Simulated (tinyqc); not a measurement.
Inside a calculation. Method: Jacobi rotations on a symmetric matrix. One step of it, computed by the program tinyqc.

Problem. Jacobi rotation 2. Take the largest off-diagonal element A_pq; tan 2 theta = 2 A_pq / (A_qq - A_pp) with |theta| <= pi/4; A' = J^T A J with J_pp = J_qq = cos, J_pq = sin, J_qp = -sin.

A', lower triangle:
```
           1         2          3          4         5
1   0.994463
2   0.082698  2.499000
3  -0.720580  0.391000   2.649000
4   0.000000  0.436343   0.153200   3.053537
5   0.149137  0.458000  -0.656000  -0.317818  3.977000
```

Give: p, q, theta; A'.

Solution.

p, q, theta (rad): 1.0000  3.0000  -0.3583

A', lower triangle:
```
         1       2        3        4       5
1   0.7246
2   0.2146  2.4990
3   0.0000  0.3372   2.9188
4   0.0537  0.4363   0.1435   3.0535
5  -0.0904  0.4580  -0.6666  -0.3178  3.9770
```
